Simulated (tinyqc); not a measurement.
Anisotropic elasticity and sound waves of a cubic crystal. Changing the C12. Computed by tinyqc, a small Python program. Command: `OMP_NUM_THREADS=1 python tinyqc.py 3014634 3014635 out.jsonl cubicelastic sweep`. One thread of a shared host (Intel(R) Xeon(R) Processor @ 2.30GHz), about 0.01 s of CPU time with the checks.

Voigt order 1..6 = xx, yy, zz, yz, xz, xy, with engineering shear strains. The rotated frame has x' as named, z' along the wafer normal and y' = z' x x'.

Inputs (values chosen for the exercise, modelled on gold): C11 = 193.8 GPa; C44 = 42.43 GPa; expansion coefficient of the film = 14 ppm/K; expansion coefficient of the substrate = 5.7 ppm/K; cooling Delta T = 380 K.

Frame: (110) wafer, x' along [1-11].

direction cosines a (rows x', y', z' in the cube axes), rows x', y', z', columns x, y, z:
$$\begin{pmatrix}
0.5773503 & -0.5773503 & 0.5773503 \\
0.4082483 & -0.4082483 & -0.8164966 \\
0.7071068 & 0.7071068 & 0.0000000
\end{pmatrix}$$

Method:
- S11 = (C11 + C12)/D, S12 = -C12/D, D = (C11 - C12)(C11 + 2 C12), S44 = 1/C44. Zener ratio A = 2 C44/(C11 - C12); S0 = S11 - S12 - S44/2; H = 2 C44 + C12 - C11.
- C'_ijkl = C12 delta_ij delta_kl + C44 (delta_ik delta_jl + delta_il delta_jk) - H sum_m a_im a_jm a_km a_lm.
- Invert C' to S'. E along x' = 1/S'11, along y' = 1/S'22; Poisson ratios nu(x'y') = -S'12/S'11 and nu(x'z') = -S'13/S'11; in-plane shear modulus 1/S'66.
- On cooling, a thick substrate imposes eps_1 = eps_2 = (alpha_film - alpha_substrate) Delta T and eps_6 = 0; the free surface sets sigma_3 = sigma_4 = sigma_5 = 0, which fixes eps_3, eps_4, eps_5. Biaxial modulus M = (sigma_1 + sigma_2)/(2 eps); energy density M eps^2. Elastic response and constant coefficients are assumed.

One run for each value:
```
C12 (GPa)  E along x' (GPa)  biaxial modulus M (GPa)  Zener ratio A  nu(x'z')  in-plane shear modulus (GPa)
9.69                  106.2                    162.2          0.461    0.2510                         66.23
30.30                 109.1                    172.1          0.519    0.2856                         62.46
50.90                 111.3                    178.3          0.594    0.3117                         58.18
71.50                 113.0                    181.3          0.694    0.3322                         53.31
92.10                 114.4                    181.6          0.834    0.3486                         47.70
113.00                115.6                    179.7          1.050    0.3623                         41.05
133.00                116.5                    176.1          1.396    0.3733                         33.57
154.00                117.4                    170.7          2.132    0.3831                         24.18
174.00                118.0                    164.2          4.286    0.3911                         13.30
```

Over the rows, E along x' (GPa) rises from 106 to 118 (exponent d ln y / d ln x 0.024 between the first rows and 0.047 between the last); biaxial modulus M (GPa) goes from 162 through a maximum among these rows, 182 at 92.1, to 164; Zener ratio A rises from 0.461 to 4.29 (exponent d ln y / d ln x 0.10 between the first rows and 5.7 between the last). As C12 nears C11 the shear constant (C11 - C12)/2 vanishes, and directions that use it turn soft.

Caution (all rows): the thermal stress of this film exceeds 200 MPa, which can relax by slip, cracking or buckling in a real film.

Extremes, crossings and ranges named in words are read from the listed rows.
